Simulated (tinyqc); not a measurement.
Comparisons within one model: tunnelling through a thin dielectric with one trap, as a tight-binding chain. A value that a table varies takes the place of the one given here.

Hopping -t everywhere, t = c/(m a^2), c = hbar^2/2m0; lead sites at 2t (band bottom 0), barrier sites 1 to N at 2t + phi, and site j has U besides. No voltage. Leads give S = -t exp(ika) on sites 1 and N, cos(ka) = 1 - E/(2t). T = (2 t sin(ka))^2 |G_1N|^2, G = (E - H - S)^-1. In the barrier cosh(q a) = 1 + (phi - E)/(2t).

Resonance: the lowest eigenvalue of H + S(E), iterated until its real part equals E (40 rounds from Eb = phi + 2t - sqrt(4t^2 + U^2), the level in an endless barrier). With v the normalised squared amplitudes of that state, Gamma_L = 2 t sin(ka) v_1, Gamma_R = 2 t sin(ka) v_N; Breit-Wigner T = Gamma_L Gamma_R/((E - Er)^2 + (Gamma_L + Gamma_R)^2/4).

Constants: hbar^2/2m0 = 3.80998211 eV angstrom^2.

Inputs chosen for the exercise (barrier and mass of the size used for SiO2 on silicon; not measured data): a = 3 angstrom (site spacing); m = 0.44 m0 (mass, the same in leads and barrier); phi = 2.86 eV (conduction edge of the barrier above that of the leads); N = 8 (barrier sites); j = 3 (site of the trap); U = -2.97 eV (extra energy on the trap site); E = 0.95 eV (electron energy).

## Transmission around the level

Er = 1.24666 eV

widths (meV): left 10.995, right 0.0073519

Energies Er + x (Gamma_L + Gamma_R).

T:
```
x     E (eV)     chain  Breit-Wigner   no trap
-8.0  1.1586  7.30e-06      1.04e-05  8.36e-09
-3.0  1.2137  6.34e-05      7.22e-05  1.10e-08
-1.0  1.2357  0.000513      0.000534  1.22e-08
-0.5  1.2412   0.00131       0.00134  1.26e-08
0.0   1.2467   0.00267       0.00267  1.29e-08
0.5   1.2522   0.00137       0.00134  1.33e-08
1.0   1.2577  0.000562      0.000534  1.37e-08
3.0   1.2797  8.32e-05      7.22e-05  1.53e-08
8.0   1.3347  1.50e-05      1.04e-05  2.02e-08
```

At Er the chain gives 0.00267, 2.06e+05 times the value without trap, and Breit-Wigner 0.00267. In the wings the single pole gives 1.42 times the chain value at x = -8 and 0.691 times at x = 8, because the widths and the level shift change with energy.

## Where a trap does most harm

The trap is moved through the barrier. The area under the resonance, 2 pi Gamma_L Gamma_R/(Gamma_L + Gamma_R), sets the current through it.

Against position:
```
j  Er (eV)  Gamma_L (meV)  Gamma_R (meV)     peak  area (meV)
3   1.2467           11.0        0.00735  0.00267      0.0462
4   1.2455          0.957         0.0836    0.296       0.483
5   1.2455         0.0836          0.957    0.296       0.483
6   1.2467        0.00735           11.0  0.00267      0.0462
```

The area is largest at j = 4 and 5 (0.483 meV) and 10.5 times smaller at j = 3: the slower of the two steps limits the current, so traps in the middle carry most. Each site towards a lead multiplies its width by about 11.44, close to exp(2 q a) = 11.44 at Eb.

## Direct against trap-assisted paths

N odd, the trap in the middle, j = (N + 1)/2. Direct T is that without trap at the energy Er; area = 2 pi Gamma_L Gamma_R/(Gamma_L + Gamma_R). The exponents are the slopes of the logarithms between the last two rows, per angstrom.

Against thickness:
```
N   N a (angstrom)  Er (eV)  direct T  area (meV)
5             15.0   1.2479  1.94e-05        34.7
7             21.0   1.2456  1.47e-07        3.01
9             27.0   1.2454  1.12e-09       0.263
11            33.0   1.2454  8.58e-12      0.0229
13            39.0   1.2454  6.56e-14     0.00201
15            45.0   1.2454  5.01e-16    0.000175
17            51.0   1.2454  3.83e-18    1.53e-05
```

exponents (1/angstrom): direct 0.8124, through the trap 0.4062

The direct path falls as exp(-0.812 d) and the path through a central trap as exp(-0.406 d), 2.00 times more slowly, since each step crosses half the layer. From 5 to 17 sites the first loses 12.7 decades and the second 6.4: in thicker layers even few traps rule the leakage. Inelastic capture with phonons is left out.

## What each parameter does

Resonance and log10 T at E. Each row changes one parameter from the base and keeps the others.

Results:
```
case           Er (eV)  Gamma_L (meV)  Gamma_R (meV)  log10 T
base            1.2467          11.00       0.007352   -6.557
m = 0.405 m0    1.3205          15.04        0.01520   -6.415
phi = 2.96 eV   1.3470          10.84       0.007249   -6.983
N = 9           1.2467          11.00      0.0006431   -7.697
j = 4           1.2455         0.9567        0.08361   -6.557
U = -2.881 eV   1.3215          11.83       0.009219   -6.756
```

The largest shifts from the base row, up to three for each result and ties (the steps differ in size, so this ranks the rows, not the parameters). Er (eV): phi +0.1003, U +0.0748, m +0.0739; unchanged at the printed digits by N. Gamma_L (meV): j -10.0, m +4.04, U +0.835; unchanged at the printed digits by N. Gamma_R (meV): j +0.0763, m +0.00784, N -0.00671. log10 T: N -1.140, phi -0.426, U -0.199; unchanged at the printed digits by j.

tinyqc: `OMP_NUM_THREADS=1 python tinyqc.py 1451706 1451707 out.jsonl`; about 0.04 s, one thread, shared Intel(R) Xeon(R) Processor @ 2.30GHz.
